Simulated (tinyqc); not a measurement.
Inside a calculation (part 1 of 2). Method: ROHF in the 6-31g basis, for H3, spin multiplicity 2. Computed by tinyqc, a small Python program that keeps every step (integrals from PySCF). Settings: charge = 0, multiplicity = 2, basis = 6-31g, energy threshold = 1e-08, iteration cap = 77, orthogonalisation = canonical, start = core, DIIS depth = 6, DIIS from iteration = 2, method = ROHF. Command: `OMP_NUM_THREADS=1 python tinyqc.py 20222 20223 out.jsonl` (the two numbers bound the seeds that draw the settings). One thread of a shared host (Intel(R) Xeon(R) Processor @ 2.60GHz), about 0.08 s of CPU time with the checks. Later iterations appear only in the table of the cycle.

## One-electron integrals

Geometry (angstrom):
```
atom         x         y         z
H     0.000000  0.000000  0.000000
H     0.000000  0.000000  1.215000
H     0.000000  1.162000  0.357000
```

Basis 6-31g: exponents (1/bohr^2) and contraction coefficients of normalised primitives:
```
element  l (shell)   exponent  coefficient
H            s (1)  18.731137     0.033495
H            s (1)   2.825394     0.234727
H            s (1)   0.640122     0.813757
H            s (2)   0.161278     1.000000
```

Overlap, kinetic and nuclear-attraction integrals over the contracted functions; the nuclear repulsion is the sum of Za Zb / Rab.

nuclear repulsion = 1.23721169 hartree

overlap S, lower triangle:
```
          1H 1s     1H 2s     2H 1s     2H 2s     3H 1s     3H 2s
1H 1s  1.000000
1H 2s  0.658292  1.000000
2H 1s  0.139680  0.329341  1.000000
2H 2s  0.329341  0.653702  0.658292  1.000000
3H 1s  0.139428  0.329114  0.066467  0.247464  1.000000
3H 2s  0.329114  0.653426  0.247464  0.548364  0.658292  1.000000
```

kinetic energy T (hartree), lower triangle:
```
           1H 1s     1H 2s      2H 1s     2H 2s     3H 1s     3H 2s
1H 1s   1.395678
1H 2s   0.259735  0.241917
2H 1s  -0.037983  0.069678   1.395678
2H 2s   0.069678  0.113324   0.259735  0.241917
3H 1s  -0.038073  0.069571  -0.048363  0.033760  1.395678
3H 2s   0.069571  0.113231   0.033760  0.079523  0.259735  0.241917
```

nuclear attraction V (hartree), lower triangle:
```
           1H 1s      1H 2s      2H 1s      2H 2s      3H 1s      3H 2s
1H 1s  -2.523951
1H 2s  -1.313736  -1.455018
2H 1s  -0.301389  -0.654957  -2.455050
2H 2s  -0.671604  -1.003146  -1.269143  -1.403975
3H 1s  -0.300776  -0.654429  -0.134052  -0.488218  -2.454834
3H 2s  -0.671119  -1.002703  -0.488262  -0.840142  -1.269005  -1.403830
```

core Hamiltonian H = T + V (hartree), lower triangle:
```
           1H 1s      1H 2s      2H 1s      2H 2s      3H 1s      3H 2s
1H 1s  -1.128272
1H 2s  -1.054001  -1.213102
2H 1s  -0.339372  -0.585279  -1.059372
2H 2s  -0.601925  -0.889822  -1.009408  -1.162058
3H 1s  -0.338849  -0.584858  -0.182415  -0.454458  -1.059156
3H 2s  -0.601548  -0.889472  -0.454502  -0.760620  -1.009270  -1.161914
```

## Two-electron integrals

Functions are numbered as in S; the eight-fold symmetry (ij|kl) = (ji|kl) = (kl|ij) leaves the list below.

Two-electron integrals (ij|kl) in chemists' order, unique and non-zero (hartree):
```
(11|11) 1.076566   (21|11) 0.578470   (21|21) 0.329423   (22|11) 0.587396
(22|21) 0.361304   (22|22) 0.453150   (31|11) 0.103519   (31|21) 0.061595
(31|22) 0.072040   (31|31) 0.017801   (32|11) 0.167492   (32|21) 0.106264
(32|22) 0.140780   (32|31) 0.034437   (32|32) 0.081442   (33|11) 0.433456
(33|21) 0.282152   (33|22) 0.395668   (33|31) 0.103519   (33|32) 0.278150
(33|33) 1.076566   (41|11) 0.278150   (41|21) 0.159848   (41|22) 0.177871
(41|31) 0.034437   (41|32) 0.061300   (41|33) 0.167492   (41|41) 0.081442
(42|11) 0.342657   (42|21) 0.213687   (42|22) 0.276511   (42|31) 0.052406
(42|32) 0.113084   (42|33) 0.342657   (42|41) 0.113084   (42|42) 0.193643
(43|11) 0.282152   (43|21) 0.182451   (43|22) 0.253762   (43|31) 0.061595
(43|32) 0.159848   (43|33) 0.578470   (43|41) 0.106264   (43|42) 0.213687
(43|43) 0.329423   (44|11) 0.395668   (44|21) 0.253762   (44|22) 0.351812
(44|31) 0.072040   (44|32) 0.177871   (44|33) 0.587396   (44|41) 0.140780
(44|42) 0.276511   (44|43) 0.361304   (44|44) 0.453150   (51|11) 0.103305
(51|21) 0.061471   (51|22) 0.071902   (51|31) 0.012598   (51|32) 0.022893
(51|33) 0.061318   (51|41) 0.031055   (51|42) 0.045000   (51|43) 0.039790
(51|44) 0.055401   (51|51) 0.017736   (52|11) 0.167313   (52|21) 0.106156
(52|22) 0.140653   (52|31) 0.022914   (52|32) 0.046710   (52|33) 0.130421
(52|41) 0.054477   (52|42) 0.091622   (52|43) 0.084787   (52|44) 0.120155
(52|51) 0.034347   (52|52) 0.081329   (53|11) 0.034777   (53|21) 0.022154
(53|22) 0.029285   (53|31) 0.006513   (53|32) 0.014419   (53|33) 0.044492
(53|41) 0.012517   (53|42) 0.022328   (53|43) 0.027061   (53|44) 0.032825
(53|51) 0.006503   (53|52) 0.014410   (53|53) 0.003978   (54|11) 0.117438
(54|21) 0.075146   (54|22) 0.101608   (54|31) 0.017826   (54|32) 0.038067
(54|33) 0.109310   (54|41) 0.039810   (54|42) 0.070321   (54|43) 0.070412
(54|44) 0.097065   (54|51) 0.024411   (54|52) 0.059544   (54|53) 0.011823
(54|54) 0.045774   (55|11) 0.433249   (55|21) 0.282026   (55|22) 0.395541
(55|31) 0.061407   (55|32) 0.130493   (55|33) 0.366005   (55|41) 0.145840
(55|42) 0.262273   (55|43) 0.240090   (55|44) 0.349865   (55|51) 0.103305
(55|52) 0.277948   (55|53) 0.044492   (55|54) 0.205646   (55|55) 1.076566
(61|11) 0.277948   (61|21) 0.159734   (61|22) 0.177746   (61|31) 0.031095
(61|32) 0.054495   (61|33) 0.145805   (61|41) 0.078659   (61|42) 0.107437
(61|43) 0.093984   (61|44) 0.129549   (61|51) 0.034347   (61|52) 0.061202
(61|53) 0.012510   (61|54) 0.043378   (61|55) 0.167313   (61|61) 0.081329
(62|11) 0.342475   (62|21) 0.213576   (62|22) 0.276376   (62|31) 0.045062
(62|32) 0.091659   (62|33) 0.262226   (62|41) 0.107457   (62|42) 0.175808
(62|43) 0.167981   (62|44) 0.232158   (62|51) 0.052288   (62|52) 0.112954
(62|53) 0.022321   (62|54) 0.082630   (62|55) 0.342475   (62|61) 0.112954
(62|62) 0.193479   (63|11) 0.117477   (63|21) 0.075168   (63|22) 0.101628
(63|31) 0.024457   (63|32) 0.059584   (63|33) 0.205646   (63|41) 0.043416
(63|42) 0.082667   (63|43) 0.118614   (63|44) 0.132764   (63|51) 0.017799
(63|52) 0.038045   (63|53) 0.011823   (63|54) 0.031594   (63|55) 0.109310
(63|61) 0.039796   (63|62) 0.070305   (63|63) 0.045774   (64|11) 0.245110
(64|21) 0.155481   (64|22) 0.209550   (64|31) 0.039410   (64|32) 0.089219
(64|33) 0.275097   (64|41) 0.083310   (64|42) 0.151618   (64|43) 0.172410
(64|44) 0.225699   (64|51) 0.039342   (64|52) 0.089162   (64|53) 0.020869
(64|54) 0.070073   (64|55) 0.275097   (64|61) 0.083257   (64|62) 0.151564
(64|63) 0.070073   (64|64) 0.136264   (65|11) 0.282026   (65|21) 0.182377
(65|22) 0.253687   (65|31) 0.039849   (65|32) 0.084835   (65|33) 0.240090
(65|41) 0.094010   (65|42) 0.168014   (65|43) 0.156874   (65|44) 0.226437
(65|51) 0.061471   (65|52) 0.159734   (65|53) 0.027061   (65|54) 0.118614
(65|55) 0.578470   (65|61) 0.106156   (65|62) 0.213576   (65|63) 0.070412
(65|64) 0.172410   (65|65) 0.329423   (66|11) 0.395541   (66|21) 0.253687
(66|22) 0.351733   (66|31) 0.055488   (66|32) 0.120227   (66|33) 0.349865
(66|41) 0.129601   (66|42) 0.232216   (66|43) 0.226437   (66|44) 0.321995
(66|51) 0.071902   (66|52) 0.177746   (66|53) 0.032825   (66|54) 0.132764
(66|55) 0.587396   (66|61) 0.140653   (66|62) 0.276376   (66|63) 0.097065
(66|64) 0.225699   (66|65) 0.361304   (66|66) 0.453150
```

## Orthogonalisation

S = U s U^T; canonical form X = U s^(-1/2), so that X^T S X = 1. Each column of U has its largest component positive (the first on a tie).

eigenvalues of S: 0.173383  0.216311  0.374704  0.971250  1.168858  3.095495

X:
```
               1          2          3          4          5         6
1H 1s  -0.825512   0.000964   0.762247   0.749143  -0.000812  0.196112
1H 2s   1.774347  -0.001712  -0.531061   0.321233  -0.000372  0.283184
2H 1s   0.391866   0.755181   0.790074  -0.382532  -0.567094  0.178014
2H 2s  -0.905091  -1.318316  -0.527899  -0.192452  -0.324774  0.265586
3H 1s   0.390209  -0.756171   0.790115  -0.380908   0.567962  0.177951
3H 2s  -0.901555   1.320193  -0.527778  -0.191665   0.325393  0.265530
```

## Starting guess

The start is the orbitals of the core Hamiltonian; D(s) = C_occ C_occ^T for each spin.

D(alpha) at the start, lower triangle:
```
          1H 1s     1H 2s      2H 1s      2H 2s     3H 1s     3H 2s
1H 1s  0.134212
1H 2s  0.081293  0.049240
2H 1s  0.100012  0.060635   0.263184
2H 2s  0.059935  0.036374   0.278266   0.316023
3H 1s  0.099531  0.060229  -0.115019  -0.189813  0.263533
3H 2s  0.059432  0.035927  -0.189866  -0.263398  0.278887  0.316939
```

D(beta) at the start, lower triangle:
```
          1H 1s     1H 2s     2H 1s     2H 2s     3H 1s     3H 2s
1H 1s  0.134212
1H 2s  0.081293  0.049239
2H 1s  0.099828  0.060467  0.074254
2H 2s  0.059708  0.036166  0.044412  0.026563
3H 1s  0.099715  0.060398  0.074169  0.044361  0.074085
3H 2s  0.059659  0.036136  0.044375  0.026541  0.044325  0.026519
```

## Iteration 1: building the Fock matrix

J_ij = sum D_kl (ij|kl) with D = D(alpha) + D(beta), K_ij = sum D_kl (ik|jl) for each spin; F = H + J - K(s); E = tr D H + tr D J / 2 - 0.5 sum_s tr D(s) K(s) + E_nn.

Coulomb J (hartree), lower triangle:
```
          1H 1s     1H 2s     2H 1s     2H 2s     3H 1s     3H 2s
1H 1s  1.671264
1H 2s  1.017450  1.285457
2H 1s  0.244065  0.530811  1.685187
2H 2s  0.531546  0.890157  1.015650  1.269668
3H 1s  0.243619  0.530473  0.114437  0.398985  1.685357
3H 2s  0.531183  0.889820  0.398968  0.751374  1.015725  1.269715
```

exchange K(alpha) (hartree), lower triangle:
```
          1H 1s     1H 2s     2H 1s     2H 2s     3H 1s     3H 2s
1H 1s  0.431654
1H 2s  0.378731  0.411020
2H 1s  0.211938  0.300226  0.666113
2H 2s  0.287363  0.359205  0.486583  0.448107
3H 1s  0.211429  0.300029  0.010669  0.163864  0.666906
3H 2s  0.287049  0.359064  0.163765  0.267952  0.487057  0.448397
```

exchange K(beta) (hartree), lower triangle:
```
          1H 1s     1H 2s     2H 1s     2H 2s     3H 1s     3H 2s
1H 1s  0.425009
1H 2s  0.364557  0.367576
2H 1s  0.192770  0.231361  0.271663
2H 2s  0.271124  0.301064  0.253914  0.288199
3H 1s  0.192511  0.231071  0.131766  0.193125  0.271168
3H 2s  0.270961  0.300890  0.193250  0.256658  0.253540  0.287917
```

F(alpha) (hartree), lower triangle:
```
           1H 1s      1H 2s      2H 1s      2H 2s      3H 1s      3H 2s
1H 1s   0.111338
1H 2s  -0.415282  -0.338664
2H 1s  -0.307245  -0.354694  -0.040298
2H 2s  -0.357743  -0.358871  -0.480341  -0.340498
3H 1s  -0.306659  -0.354414  -0.078647  -0.219336  -0.040704
3H 2s  -0.357414  -0.358716  -0.219299  -0.277197  -0.480603  -0.340596
```

F(beta) (hartree), lower triangle:
```
           1H 1s      1H 2s      2H 1s      2H 2s      3H 1s      3H 2s
1H 1s   0.117983
1H 2s  -0.401108  -0.295221
2H 1s  -0.288077  -0.285829   0.354153
2H 2s  -0.341503  -0.300729  -0.247672  -0.180589
3H 1s  -0.287741  -0.285456  -0.199744  -0.248598   0.355033
3H 2s  -0.341325  -0.300543  -0.248784  -0.265903  -0.247086  -0.180116
```

total energy of this density = -1.44154342 hartree

## Iteration 1: Roothaan effective Fock matrix

With projectors Pc = D(beta) S, Po = (D(alpha) - D(beta)) S, Pv = 1 - D(alpha) S, the block xy is Px^T F Py; with Fc = (F(alpha) + F(beta))/2, the blocks are Fc for cc, oo, vv and cv, F(beta) for co and F(alpha) for ov.

effective F (hartree), lower triangle:
```
           1H 1s      1H 2s      2H 1s      2H 2s      3H 1s      3H 2s
1H 1s   0.114660
1H 2s  -0.408195  -0.316943
2H 1s  -0.297770  -0.320365   0.135005
2H 2s  -0.349682  -0.329866  -0.362616  -0.248767
3H 1s  -0.297091  -0.319831  -0.117280  -0.235389   0.135255
3H 2s  -0.349310  -0.329563  -0.235582  -0.283457  -0.362271  -0.248319
```

## Iteration 1: diagonalisation and new density

Diagonalise F' = X^T F X, C = X C', fill 2 alpha and 1 beta electrons from the bottom; D(s) = C_occ C_occ^T. Each column has its largest component positive (the first on a tie).

F' = X^T F X (hartree), lower triangle:
```
           1          2          3          4         5          6
1   0.825246
2   0.000019   0.916082
3   0.023614  -0.000192   1.044503
4  -0.428618  -0.000015  -0.044116   0.405521
5   0.000039  -0.314288   0.000091   0.000012  0.076284
6   0.005119   0.000009  -0.098366  -0.045658  0.000329  -0.531339
```

orbital energies (hartree): MO1 -0.540126, MO2 -0.028310, MO3 0.139660, MO4 1.020669, MO5 1.025660, MO6 1.118743

coefficients C:
```
            MO1        MO2        MO3        MO4        MO5        MO6
1H 1s  0.275487  -0.000273   0.202655  -0.044119   1.204410  -0.540975
1H 2s  0.290015  -0.000836   1.183039   0.043810  -1.193066   0.839466
2H 1s  0.210885  -0.299503  -0.109820  -0.909669   0.349734   0.866974
2H 2s  0.208804  -0.724241  -0.667994   1.152100  -0.061087  -0.838731
3H 1s  0.210398   0.300244  -0.109300   0.881561   0.415637   0.866841
3H 2s  0.208112   0.725816  -0.665329  -1.144568  -0.145362  -0.838711
```

D(alpha) after iteration 1, lower triangle:
```
          1H 1s     1H 2s      2H 1s      2H 2s     3H 1s     3H 2s
1H 1s  0.075893
1H 2s  0.079895  0.084109
2H 1s  0.058178  0.061410   0.134174
2H 2s  0.057721  0.061162   0.260946   0.568124
3H 1s  0.057880  0.060768  -0.045554  -0.173517  0.134414
3H 2s  0.057134  0.059749  -0.173496  -0.482211  0.261708  0.570120
```

D(beta) after iteration 1, lower triangle:
```
          1H 1s     1H 2s     2H 1s     2H 2s     3H 1s     3H 2s
1H 1s  0.075893
1H 2s  0.079895  0.084109
2H 1s  0.058096  0.061160  0.044472
2H 2s  0.057523  0.060556  0.044034  0.043599
3H 1s  0.057962  0.061019  0.044370  0.043932  0.044268
3H 2s  0.057332  0.060356  0.043888  0.043455  0.043786  0.043311
```

## Iteration 2: building the Fock matrix

As before.

Coulomb J (hartree), lower triangle:
```
          1H 1s     1H 2s     2H 1s     2H 2s     3H 1s     3H 2s
1H 1s  1.578212
1H 2s  0.969983  1.243914
2H 1s  0.231167  0.505134  1.587200
2H 2s  0.505993  0.859412  0.968174  1.231182
3H 1s  0.230731  0.504775  0.108599  0.379584  1.587203
3H 2s  0.505638  0.859060  0.379590  0.724963  0.968169  1.231173
```

exchange K(alpha) (hartree), lower triangle:
```
          1H 1s     1H 2s     2H 1s     2H 2s     3H 1s     3H 2s
1H 1s  0.378181
1H 2s  0.357916  0.418719
2H 1s  0.193262  0.285900  0.566119
2H 2s  0.274388  0.366966  0.457864  0.463145
3H 1s  0.192750  0.285672  0.023815  0.157918  0.566957
3H 2s  0.274040  0.366787  0.157827  0.271149  0.458410  0.463526
```

exchange K(beta) (hartree), lower triangle:
```
          1H 1s     1H 2s     2H 1s     2H 2s     3H 1s     3H 2s
1H 1s  0.371500
1H 2s  0.343869  0.375225
2H 1s  0.176900  0.226154  0.249776
2H 2s  0.258896  0.309952  0.248618  0.299576
3H 1s  0.176542  0.225690  0.124370  0.190320  0.248936
3H 2s  0.258663  0.309658  0.190536  0.266603  0.247951  0.299042
```

F(alpha) (hartree), lower triangle:
```
           1H 1s      1H 2s      2H 1s      2H 2s      3H 1s      3H 2s
1H 1s   0.071759
1H 2s  -0.441934  -0.387907
2H 1s  -0.301467  -0.366045  -0.038291
2H 2s  -0.370320  -0.397376  -0.499099  -0.394021
3H 1s  -0.300867  -0.365755  -0.097631  -0.232791  -0.038910
3H 2s  -0.369949  -0.397199  -0.232739  -0.306806  -0.499512  -0.394266
```

F(beta) (hartree), lower triangle:
```
           1H 1s      1H 2s      2H 1s      2H 2s      3H 1s      3H 2s
1H 1s   0.078440
1H 2s  -0.427886  -0.344413
2H 1s  -0.285105  -0.306299   0.278052
2H 2s  -0.354828  -0.340362  -0.289852  -0.230451
3H 1s  -0.284660  -0.305773  -0.198185  -0.265194   0.279111
3H 2s  -0.354573  -0.340071  -0.265448  -0.302260  -0.289053  -0.229783
```

total energy of this density = -1.50211649 hartree

## Iteration 2: Roothaan effective Fock matrix

As before.

effective F (hartree), lower triangle:
```
           1H 1s      1H 2s      2H 1s      2H 2s      3H 1s      3H 2s
1H 1s   0.075099
1H 2s  -0.434910  -0.366160
2H 1s  -0.293411  -0.336289   0.097407
2H 2s  -0.362661  -0.368960  -0.398676  -0.305133
3H 1s  -0.292639  -0.335646  -0.125419  -0.244815   0.097594
3H 2s  -0.362174  -0.368543  -0.245032  -0.311787  -0.398320  -0.304618
```

## Iteration 2: diagonalisation and new density

As before.

F' = X^T F X (hartree), lower triangle:
```
           1          2          3          4         5          6
1   0.795710
2   0.000024   0.891068
3   0.022917  -0.000171   1.015109
4  -0.415365  -0.000013  -0.040869   0.352272
5   0.000028  -0.339791   0.000050   0.000119  0.031726
6   0.002441   0.000066  -0.080958  -0.040560  0.000367  -0.580235
```

orbital energies (hartree): MO1 -0.586459, MO2 -0.086394, MO3 0.104392, MO4 0.990994, MO5 1.009189, MO6 1.073929

coefficients C:
```
            MO1        MO2        MO3        MO4        MO5        MO6
1H 1s  0.262549  -0.000360   0.223017  -1.244257  -0.010445  -0.441832
1H 2s  0.293944  -0.001242   1.161096   1.263501   0.010576   0.763299
2H 1s  0.203983  -0.287448  -0.118833  -0.325557   0.897643   0.893075
2H 2s  0.216869  -0.739189  -0.654923   0.038693  -1.139220  -0.852761
3H 1s  0.203475   0.288420  -0.118090  -0.310834  -0.902552   0.893267
3H 2s  0.215899   0.741287  -0.651622   0.019864   1.139439  -0.853193
```

D(alpha) after iteration 2, lower triangle:
```
          1H 1s     1H 2s      2H 1s      2H 2s     3H 1s     3H 2s
1H 1s  0.068932
1H 2s  0.077175  0.086405
2H 1s  0.053659  0.060317   0.124236
2H 2s  0.057205  0.064666   0.256716   0.593432
3H 1s  0.053319  0.059452  -0.041400  -0.169069  0.124588
3H 2s  0.056417  0.062541  -0.169042  -0.501129  0.257732  0.596118
```

D(beta) after iteration 2, lower triangle:
```
          1H 1s     1H 2s     2H 1s     2H 2s     3H 1s     3H 2s
1H 1s  0.068932
1H 2s  0.077175  0.086403
2H 1s  0.053556  0.059960  0.041609
2H 2s  0.056939  0.063747  0.044238  0.047032
3H 1s  0.053422  0.059810  0.041506  0.044127  0.041402
3H 2s  0.056684  0.063462  0.044040  0.046822  0.043930  0.046612
```

## Iteration 11 (converged): orbitals

converged F (hartree), lower triangle:
```
           1H 1s      1H 2s      2H 1s      2H 2s      3H 1s      3H 2s
1H 1s   0.069483
1H 2s  -0.437409  -0.371867
2H 1s  -0.284174  -0.330523   0.094680
2H 2s  -0.357927  -0.368036  -0.398425  -0.305032
3H 1s  -0.299186  -0.344261  -0.126943  -0.249395   0.092869
3H 2s  -0.368550  -0.378395  -0.243831  -0.315575  -0.406209  -0.317753
```

As before.

F' = X^T F X (hartree), lower triangle:
```
           1          2          3          4          5          6
1   0.791080
2   0.001979   0.887538
3   0.024561   0.001923   1.011096
4  -0.413095  -0.001196  -0.041186   0.344131
5  -0.000019  -0.342388   0.001604  -0.009971   0.028179
6   0.002356  -0.003547  -0.078239  -0.039584  -0.008982  -0.585625
```

orbital energies (hartree): MO1 -0.591679, MO2 -0.091686, MO3 0.099403, MO4 0.983985, MO5 1.007278, MO6 1.069096

coefficients C:
```
            MO1        MO2        MO3        MO4        MO5        MO6
1H 1s  0.260765  -0.006661   0.226019  -1.253806   0.046100  -0.410958
1H 2s  0.293958  -0.033943   1.157296   1.281873  -0.048976   0.735682
2H 1s  0.196915   0.299004  -0.111366  -0.270855   0.891061   0.916383
2H 2s  0.202814   0.766628  -0.618813  -0.026778  -1.122797  -0.880741
3H 1s  0.208151  -0.273179  -0.127800  -0.324235  -0.909179   0.884113
3H 2s  0.232794  -0.716435  -0.682225   0.042639   1.151523  -0.828648
```

D(alpha) after iteration 11, lower triangle:
```
          1H 1s     1H 2s      2H 1s      2H 2s     3H 1s     3H 2s
1H 1s  0.068043
1H 2s  0.076880  0.087564
2H 1s  0.049357  0.047736   0.128179
2H 2s  0.047780  0.033597   0.269162   0.628851
3H 1s  0.056098  0.070460  -0.040694  -0.167211  0.117953
3H 2s  0.065477  0.092750  -0.168377  -0.502025  0.244171  0.567472
```

D(beta) after iteration 11, lower triangle:
```
          1H 1s     1H 2s     2H 1s     2H 2s     3H 1s     3H 2s
1H 1s  0.067998
1H 2s  0.076654  0.086411
2H 1s  0.051348  0.057885  0.038775
2H 2s  0.052887  0.059619  0.039937  0.041133
3H 1s  0.054278  0.061188  0.040988  0.042216  0.043327
3H 2s  0.060704  0.068432  0.045841  0.047214  0.048456  0.054193
```
